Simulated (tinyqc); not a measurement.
# Double-gate transistor below threshold, two-dimensional Poisson equation on a small mesh: effects of single changes

Half of a symmetric double-gate structure: row 0 is the mid-plane of the body, where the normal field vanishes. Mobile charge is neglected (subthreshold), the body is fully depleted, and potentials are counted from the intrinsic level; rows run upward to the gate, columns from source to drain.

Values chosen for this exercise; semiconductor permittivity made up:
```
symbol,value,unit,meaning
T,273,K,temperature
eps_r,12.8,,relative permittivity of the semiconductor
eox,7.5,,relative permittivity of the insulator
tb,8,nm,half the body thickness
tox,3.1,nm,insulator thickness
L,44,nm,channel length
Na,7.3e17,cm^-3,acceptor density of the depleted body
Vbi,0.46,V,potential of the source
Vfb,-0.1,V,gate offset
Vg,0,V,gate voltage
Vd,0.05,V,drain voltage
```

Constants: q = 1.602176634e-19 C, kB = 1.380649e-23 J/K, Vt = kB T/q, eps0 = 8.8541878128e-14 F/cm where lengths are in cm. Results are converted to the units shown.

Each table varies one quantity; the others keep the values above.

## Effect of the gate voltage

Mesh: rows i = 0..12 in the semiconductor (step hs = tb/12, row 12 on the interface), then 8 step(s) ho = tox/8 up to the gate row 20; columns j = 0..80 (step hy = L/80). Box integration, divided by eps0: up_i = eps hy/h of the interval above row i, dn_i = that of the interval below (0 for row 0), lat_i = (sum of eps h/2 over the intervals above and below)/hy, s_i = -q Na w_i hy/eps0 with w_i the semiconductor height of the box (hs/2 for row 0 and the interface row, hs between, 0 in the insulator). Each free node obeys (up + dn + 2 lat) psi = up psi(above) + dn psi(below) + lat [psi(left) + psi(right)] + s. Fixed values: gate row Vg - Vfb; column 0 at Vbi and the last column at Vbi + Vd in the semiconductor, each running linearly to Vg - Vfb across the insulator. The system is solved directly. On row 0 the minimum of psi and its place come from a parabola through the three lowest nodes; barrier = Vbi - minimum, swing = Vt ln 10/(d psi/dVg), DIBL = (d psi/dVd)/(d psi/dVg) there. Lambda = pi/k with k the smallest positive root of tan(k tox) tan(k tb) = eox/eps_r.

Effect of the gate voltage:

| Vg (V) | L/Lambda | barrier (V) | place y/L | swing (mV/decade) | DIBL (mV/V) |
|---|---|---|---|---|---|
| -0.2 | 1.707 | 0.5330 | 0.4928 | 64.45 | 91.20 |
| -0.12 | 1.707 | 0.4657 | 0.4917 | 64.45 | 90.70 |
| -0.04 | 1.707 | 0.3985 | 0.4904 | 64.46 | 90.05 |
| 0.04 | 1.707 | 0.3313 | 0.4885 | 64.47 | 89.15 |
| 0.12 | 1.707 | 0.2641 | 0.4857 | 64.48 | 87.83 |
| 0.2 | 1.707 | 0.1969 | 0.4812 | 64.50 | 85.72 |

As Vg goes from -0.2 to 0.2 V, the barrier falls from 0.533 to 0.197 V, the swing stays near 64.5 mV a decade and DIBL falls from 91.2 to 85.7 mV/V; the ideal swing is 54.2. The barrier top moves from y/L = 0.493 to 0.481, towards the source.

## Refining the mesh

The mesh has 2 c steps in the semiconductor (rows from 0 up to the interface), c steps in the insulator and 8 c along the channel, each uniform. The system is solved directly; psi is read on row 0 at mid-channel.

Result of one run:

| c | unknowns | psi at mid-channel (V) | d psi/dVg |
|---|---|---|---|
| 3 | 207 | 0.095748 | 0.83936 |

What becomes of these results when the refinement factor c is changed from 3 to 6, all else the same?

Result of the changed run:

| c | unknowns | psi at mid-channel (V) | d psi/dVg |
|---|---|---|---|
| 6 | 846 | 0.095298 | 0.84039 |

The whole series:

| c | unknowns | psi at mid-channel (V) | d psi/dVg |
|---|---|---|---|
| 1 | 21 | 0.10048 | 0.82859 |
| 2 | 90 | 0.096496 | 0.83766 |
| 3 | 207 | 0.095748 | 0.83936 |
| 4 | 372 | 0.095486 | 0.83996 |
| 6 | 846 | 0.095298 | 0.84039 |
| 8 | 1512 | 0.095232 | 0.84054 |
| 12 | 3420 | 0.095185 | 0.84064 |

psi at mid-channel goes from 0.1005 V on the coarsest mesh to 0.09519 V on the finest, a difference of 5.3 mV. d psi/dVg changes by 0.0091 from c = 1 to 2, by 0.0023 from 2 to 4 and by 5.8e-4 from 4 to 8, a ratio of 4.0 between the last two, near the 4 of a second-order scheme.

## Effect of half the body thickness

Same model as above.

Result of one run:

| tb (nm) | L/Lambda | barrier (V) | place y/L | swing (mV/decade) | DIBL (mV/V) |
|---|---|---|---|---|---|
| 9.7 | 1.500 | 0.3566 | 0.4885 | 69.71 | 135.6 |

What becomes of these results when the half the body thickness tb is changed from 9.7 to 13 nm, all else the same?

Result of the changed run:

| tb (nm) | L/Lambda | barrier (V) | place y/L | swing (mV/decade) | DIBL (mV/V) |
|---|---|---|---|---|---|
| 13 | 1.218 | 0.3379 | 0.4866 | 83.13 | 253.1 |

The whole series:

| tb (nm) | L/Lambda | barrier (V) | place y/L | swing (mV/decade) | DIBL (mV/V) |
|---|---|---|---|---|---|
| 3.2 | 2.905 | 0.3735 | 0.4932 | 55.44 | 11.01 |
| 4.2 | 2.517 | 0.3743 | 0.4923 | 56.60 | 21.09 |
| 5.6 | 2.135 | 0.3728 | 0.4912 | 58.87 | 40.84 |
| 7.4 | 1.796 | 0.3674 | 0.4899 | 62.87 | 75.69 |
| 9.7 | 1.500 | 0.3566 | 0.4885 | 69.71 | 135.6 |
| 13 | 1.218 | 0.3379 | 0.4866 | 83.13 | 253.1 |

As tb goes from 3.2 to 13 nm, the barrier goes from 0.373 through a maximum of 0.374 (at tb = 4.2 nm among the rows listed) to 0.338 V, the swing rises from 55.4 to 83.1 mV a decade and DIBL rises from 11.0 to 253 mV/V; the ideal swing is 54.2. L/Lambda goes from 2.9 to 1.2.

Numbers from tinyqc (`OMP_NUM_THREADS=1 python tinyqc.py 2480046 2480047 out.jsonl`; about 0.09 s on one thread of a shared Intel Xeon 2.30GHz).
